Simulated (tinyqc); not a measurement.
Inputs raised by 2 %, one at a time: Debye-Callaway model of lattice thermal conductivity. Computed by tinyqc, a small Python program. Command: `OMP_NUM_THREADS=1 python tinyqc.py 3019130 3019131 out.jsonl callaway sens`. One thread of a shared host (Intel(R) Xeon(R) Processor @ 2.30GHz), about 0.04 s of CPU time with the checks.

Three acoustic branches with one velocity v, cut at omega_D = k_B Theta/hbar; x = hbar omega/(k_B T). v and Theta are separate inputs: Theta cuts off the heat-carrying modes, so C need not reach 3 k_B/V. gamma is an effective value that sets the umklapp rate.

Inputs (values chosen for the exercise, modelled on sodium chloride):
```
quantity,value,unit
sound velocity v,2920,m/s
Debye temperature Theta,305,K
volume per atom V,22.4,angstrom^3
mean atomic mass M,29.2,u
effective Grueneisen parameter gamma,3.04,-
umklapp exponent divisor b,2.5,-
mass variance Gamma,0.00028,-
Casimir length L,110,micrometre
temperature T,20,K
probe frequency omega/omega_D,0.49,-
```

Sample: crystal. Point defects: isotopes. Normal processes: left out.

Constants: k_B = 1.380649e-23 J/K; hbar = 1.054571817e-34 J s; u = 1.6605390666e-27 kg.

Method:
- Gamma is given directly by the isotope mixture. A = V Gamma/(4 pi v^3).
- Rates: point defects A omega^4; umklapp B omega^2 T exp(-Theta/(b T)) with B = hbar gamma^2/(M v^2 Theta). Boundaries: v/L.
- The resistive time is tau_R = 1/(boundary + point-defect + umklapp rates), and the free path is v tau_R.
- kappa_1 = c int tau_C g dx, g = x^4 e^x/(e^x - 1)^2, c = (k_B/(2 pi^2 v)) (k_B T/hbar)^3, over 0 < x < min(Theta/T, 40), by 96 Gauss-Legendre points in s with x = x_max s^2; tau_C = tau_R, the inverse of the summed rates, and kappa = kappa_1.
- Heat capacity C = 3 c int g dx / v^2; grey free path 3 kappa/(C v); the median free path v tau_C halves kappa_1 when the quadrature points are ordered by free path (each counted at half its weight, interpolated in the logarithm); likewise at 10 % and 90 %.

Runs:
```
input moved,from,to,kappa (W/(m K)),heat capacity C (J/(m^3 K)),median free path (nm),free path (nm)
base run,-,-,643.0,39275,45558,943
sound velocity v (m/s),2920,2978.4,644.0,37010,46443,1019
Debye temperature Theta (K),305,311.1,655.8,39281,46730,878
volume per atom V (angstrom^3),22.4,22.848,637.8,39275,45465,925
mean atomic mass M (u),29.2,29.784,644.9,39275,45723,944
effective Grueneisen parameter gamma,3.04,3.1008,639.3,39275,45222,941
mass variance Gamma,0.00028,0.0002856,637.8,39275,45465,925
Casimir length L (micrometre),110,112.2,648.7,39275,46206,943
```

Exponents ln(y'/y) / ln(x'/x):
```
input,kappa,heat capacity C,median free path,free path
sound velocity v,0.072,-3.000,0.971,3.921
Debye temperature Theta,0.991,0.007,1.282,-3.606
volume per atom V,-0.411,0.000,-0.103,-0.949
mean atomic mass M,0.146,0.000,0.182,0.042
effective Grueneisen parameter gamma,-0.298,0.000,-0.374,-0.087
mass variance Gamma,-0.411,0.000,-0.103,-0.949
Casimir length L,0.442,0.000,0.713,0.008
```

Which inputs matter most for each result?

Among the inputs moved here: kappa answers most in size to Debye temperature Theta (exponent +0.991), next to Casimir length L (+0.442). Heat capacity C answers most in size to sound velocity v (exponent -3.000), next to Debye temperature Theta (+0.007); its exponent is below 0.0005 for volume per atom V, mean atomic mass M, effective Grueneisen parameter gamma, mass variance Gamma, Casimir length L. median free path answers most in size to Debye temperature Theta (exponent +1.282), next to sound velocity v (+0.971). Free path answers most in size to sound velocity v (exponent +3.921), next to Debye temperature Theta (-3.606).
